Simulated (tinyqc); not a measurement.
Worked calculation: hydrogenic impurity: series, fields, screening, photoionisation and donor-acceptor pairs. Computed by tinyqc, a small Python program that keeps every step. Command: `OMP_NUM_THREADS=1 python tinyqc.py 3004382 3004383 out.jsonl hydrogenic walk`. One thread of a shared host (Intel(R) Xeon(R) Processor @ 2.30GHz), about 0.01 s of CPU time with the checks. Intermediate numbers are printed to about 7 digits and carried at full precision; extremes and crossings named in words are read from the listed rows.

One isotropic, parabolic band. Effective units: Ry* and a*, in which H = -nabla^2 - 2/r.

Inputs (values chosen for the exercise, modelled on silicon): electron mass m = 0.32 m_0; dielectric constant eps = 11.5; donor density N = 7.1e+17 cm^-3; electric field F = 10000 V/cm; gap E_g = 1.18 eV; acceptor depth E_A = 65.8 meV; pair distance r = 72.8 angstrom; rate prefactor W_0 = 3e+07 1/s.

Parts treated: electric field and pairs.

Constants: Ry = 13.605693123 eV; a_0 = 0.529177210903 angstrom; h x 1 THz = 4.135667696 meV; hbar = 6.582119569e-16 eV s; e^2/(4 pi eps_0) = 14.39964548 eV angstrom.

## Effective units and the series

Ry* = Ry m/eps^2, a* = a_0 eps/m; level n is bound by Ry*/n^2; <r> = (3/2) a* in 1s; lines 1s -> np at Ry* (1 - 1/n^2); 1 THz = 4.135667696 meV.

Ry* = 32.92115 meV

a* = 19.01731 angstrom

<r> of 1s = 28.52596 angstrom

Series:
```
n  binding (meV)  line from 1s (meV)  line (THz)
2       8.230287            24.69086    5.970224
3       3.657905            29.26324    7.075821
4       2.057572            30.86358    7.462779
5       1.316846            31.60430    7.641886
```

## Overlap of donors

Wigner-Seitz radius r_s = (3/(4 pi N))^(1/3); Mott criterion N_c^(1/3) a* = 0.26; overlap of two 1s orbitals at distance d: S = exp(-x)(1 + x + x^2/3), x = d/a*, with d = N^(-1/3).

r_s = 69.53728 angstrom

Mott density = 2.555483e+18 cm^-3

N over the Mott density = 0.2778339

overlap S = 0.05090151

The sample is on the insulating side, but close enough for an impurity band.

## Stark effect and field ionisation

f = e F a*/(2 Ry*) is the field in atomic-like units. 1s shifts by -(9/2) f^2 Ry* (polarisability (9/2) a*^3), the n = 2 levels split linearly by +/- 6 f Ry*; the barrier top lies 4 sqrt(f) Ry* below the band edge and passes 1s at f = 1/16; the tunnelling rate of 1s is (2 Ry*/hbar) (4/f) exp(-2/(3 f)).

f = 0.02888312

shift of 1s = -0.1235878 meV

linear shift (+/-) of the outer n = 2 levels = 5.705192 meV

barrier lowering = 22.37984 meV

field at which the barrier passes 1s = 21638.94 V/cm

tunnelling rate of 1s = 1310302 1/s

The barrier lowering is 0.68 Ry*, so the n = 2 levels (0.25 Ry*) are already above the barrier, and their first-order splitting has lost its meaning.

## A donor-acceptor pair

No-phonon line h nu(r) = E_g - Ry* - E_A + e^2/(4 pi eps_0 eps r); rate W(r) = W_0 exp(-2 r/a*), the donor being the shallower centre; lifetime 1/W; zero field.

Coulomb term = 17.19977 meV

photon energy = 1.098479 eV

rate W = 14193.28 1/s

lifetime = 7.045590e-05 s

Caution: the acceptor is not much deeper than the donor, so its radius should enter the rate as well.

## The pair band in time

At delay t after a pulse the emission comes mostly from pairs with W(r) t = 1, so r = (a*/2) ln(W_0 t).

Dominant pairs:
```
delay (s)  r (angstrom)  Coulomb term (meV)  photon energy (eV)
1.00e-04        76.1298            16.44748            1.097726
1.00e-03        98.0243            12.77381            1.094053
1.00e-02       119.9187            10.44160            1.091720
1.00e-01       141.8132             8.82952            1.090108
1.00e+00       163.7077             7.64865            1.088928
1.00e+01       185.6022             6.74638            1.088025
1.00e+02       207.4967             6.03452            1.087313
```

Over six decades of delay the band moves down by 10.41 meV, since close pairs, which emit at higher energy, decay first; the shift per decade shrinks from 3.67 to 0.71 meV. At the donor density N = 7.1e+17 cm^-3 pairs as wide as in the last rows are rare, so those rows are formal.
